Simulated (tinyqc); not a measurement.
## Line constants from open and short measurements

Problem. A uniform line of length len, under a quarter wavelength, has Z_open = Zc coth(gamma len) and Z_short = Zc tanh(gamma len); gamma Zc = r + i w l and gamma/Zc = g + i w c, w = 2 pi f. Find r, l and c.

Parameters, values chosen for the exercise:
```
symbol  value  unit    meaning
len       3.9    mm     length
f         2.3   GHz  frequency
```

Zin with the far end open = 14.34227-163.57766i ohm
Zin with the far end shorted = 34.916470+19.610406i ohm

Answer. The product of the two impedances is Zc^2 and their ratio tanh^2(gamma len); the principal branch holds below a quarter wavelength.

r = 8.27 ohm/mm
l = 0.374 nH/mm
c = 104 pF/m

Computed by the program tinyqc: `OMP_NUM_THREADS=1 python tinyqc.py 2810139 2810140 out.jsonl`, one thread of a shared Intel Xeon 2.30GHz, about 0.01 s for the whole run.
